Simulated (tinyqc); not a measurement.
Two-dimensional dopant profile at a mask edge: lateral junction, overlap and effective channel length. Inputs raised by 10 %, one at a time. Computed by tinyqc, a small Python program. Command: `OMP_NUM_THREADS=1 python tinyqc.py 3019461 3019462 out.jsonl lateral sens`. One thread of a shared host (Intel(R) Xeon(R) Processor @ 2.30GHz), about 0.01 s of CPU time with the checks.

Ions enter for y < 0; the mask (spacer, then gate) covers y > 0. x is the depth. The surface reflects dopant during the anneal.

Inputs (values chosen for the exercise, modelled on a source-drain extension in silicon):
```
quantity               value    unit
dose Q               3.1e+14  1/cm^2
projected range R_p      9.2      nm
vertical straggle        3.2      nm
lateral straggle         4.4      nm
anneal budget D t      2e-13    cm^2
channel doping C_B     1e+17  1/cm^3
gate length L_g           62      nm
offset spacer            1.2      nm
oxide thickness          2.7      nm
```

Constants: eps_0 = 8.8541878128e-12 F/m.

Method:
- Widths s_x^2 = (vertical straggle)^2 + 2 D t, s_y^2 = (lateral straggle)^2 + 2 D t. C(x, y) = V(x) (1/2) erfc(y/(sqrt2 s_y)), V(x) = Q/(sqrt(2 pi) s_x) [exp(-(x - R_p)^2/(2 s_x^2)) + exp(-(x + R_p)^2/(2 s_x^2))]; 1 nm = 1e-7 cm.
- The vertical junction far from the mask solves V(x) = C_B.
- The lateral junction at depth x solves C = C_B: y_j(x) = sqrt2 s_y erfc^-1(2 C_B/V(x)). Overlap under the gate = y_j(0) - spacer; metallurgical channel L_met = L_g - 2 overlap (tails from the two sides are not added).
- Abruptness at y_j(0) in nm per decade = ln(10) s_y sqrt(pi/2) exp(u^2) erfc(u), u = y_j/(sqrt2 s_y). Overlap capacitance per width = 3.9 eps_0 overlap/t_ox (zero if there is no overlap).

Runs; columns: (1) input moved; (2) from; (3) to; (4) vertical junction x_j (nm); (5) metallurgical channel L_met (nm); (6) lateral abruptness (nm/decade); (7) ratio y_j(0)/x_j:
```
(1)                              (2)       (3)     (4)     (5)     (6)      (7)
base run                           -         -  36.587  14.948  5.1003  0.67582
dose Q (1/cm^2)              3.1e+14  3.41e+14  36.761  14.527  5.0631  0.67834
projected range R_p (nm)         9.2     10.12  37.507  15.737  5.1715  0.64873
vertical straggle (nm)           3.2      3.52  37.127  14.888  5.0950  0.66679
anneal budget D t (cm^2)       2e-13   2.2e-13  37.583  13.200  5.2597  0.68116
channel doping C_B (1/cm^3)    1e+17   1.1e+17  36.411  15.372  5.1383  0.67326
offset spacer (nm)               1.2      1.32  36.587  15.188  5.1003  0.67582
gate length L_g (nm)              62      68.2  36.587  21.148  5.1003  0.67582
```

Exponents ln(y'/y) / ln(x'/x):
```
input                vertical junction x_j  metallurgical channel L_met  lateral abruptness  ratio y_j(0)/x_j
dose Q                               0.050                       -0.300              -0.077             0.039
projected range R_p                  0.261                        0.540               0.145            -0.429
vertical straggle                    0.154                       -0.042              -0.011            -0.141
anneal budget D t                    0.282                       -1.305               0.323             0.083
channel doping C_B                  -0.050                        0.293               0.078            -0.040
offset spacer                        0.000                        0.167               0.000             0.000
gate length L_g                      0.000                        3.640               0.000             0.000
```

Among the inputs moved here: vertical junction x_j answers most in size to anneal budget D t (exponent +0.282), next to projected range R_p (+0.261); its exponent is below 0.0005 for offset spacer, gate length L_g. Metallurgical channel L_met answers most in size to gate length L_g (exponent +3.640), next to anneal budget D t (-1.305). Lateral abruptness answers most in size to anneal budget D t (exponent +0.323), next to projected range R_p (+0.145); its exponent is below 0.0005 for offset spacer, gate length L_g. Ratio y_j(0)/x_j answers most in size to projected range R_p (exponent -0.429), next to vertical straggle (-0.141); its exponent is below 0.0005 for offset spacer, gate length L_g.
